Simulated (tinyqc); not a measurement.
Non-radiative capture by multiphonon emission, one effective mode: one step, computed by the program tinyqc. Command: `OMP_NUM_THREADS=1 python tinyqc.py 3023734 3023735 out.jsonl capture walk`. One thread of a shared host (Intel(R) Xeon(R) Processor @ 2.30GHz), about 0.01 s of CPU time with the checks.

The initial state (free carrier plus empty centre) lies dE above the final state; both have the same frequency and are displaced by dQ.

Problem. Scaled coefficient, cross-section and lifetime. Sommerfeld factor of a repulsive centre: s(k) = 2 pi nu/(exp(2 pi nu) - 1), nu = sqrt(Ry*/E), Ry* = Ry m/eps^2, averaged over (2/sqrt(pi)) sqrt(x) exp(-x) dx with x = E/k_B T = t^2 (trapezoid, t to 6 in steps of 0.01). C = s C_0; v = sqrt(3 k_B T/m); sigma = C/v; tau = 1/(C N_t).

Inputs (values chosen for the exercise, with mass, screening and phonons like those of diamond):
```
quantity,value,unit
carrier mass m,0.578,m_0
dielectric constant eps,5.89,-
temperature T,200,K
defect density N_t,3e+16,cm^-3
```

Centre: repulsive.

C_0 = 5.016053e-11 cm^3/s

Constants: Ry = 13.605693123 eV; k_B = 8.617333262e-05 eV/K; k_B = 1.380649e-23 J/K; m_0 = 9.1093837015e-31 kg.

Give: Sommerfeld factor s; capture coefficient C; thermal velocity v; cross-section sigma; capture time.

Solution.

Sommerfeld factor s = 3.076e-05

capture coefficient C = 1.543e-15 cm^3/s

thermal velocity v = 1.254e+07 cm/s

cross-section sigma = 1.230e-22 cm^2

capture time = 0.02160 s

Caution: the effective Bohr radius is under 10 angstrom, so the effective-mass Sommerfeld factor is rough.
